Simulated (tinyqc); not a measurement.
Diffusion length from constant photovoltage.

Question. In a thick sample with a thin depletion layer the excess density at its edge goes as flux/(1/alpha + L), so the flux needed for a fixed surface photovoltage is proportional to 1/alpha + L. Find L.

photon flux for the same photovoltage at absorption coefficients 180 and 1600 1/cm (relative units): [61.955556, 12.65]

Solution. The line of flux against 1/alpha meets zero at -L.

slope against 1/alpha = 1.000 1/um
L = 6.400 um

tinyqc, about 0.01 s, one thread, Intel Xeon 2.30GHz (shared host): `OMP_NUM_THREADS=1 python tinyqc.py 2430104 2430105 out.jsonl`
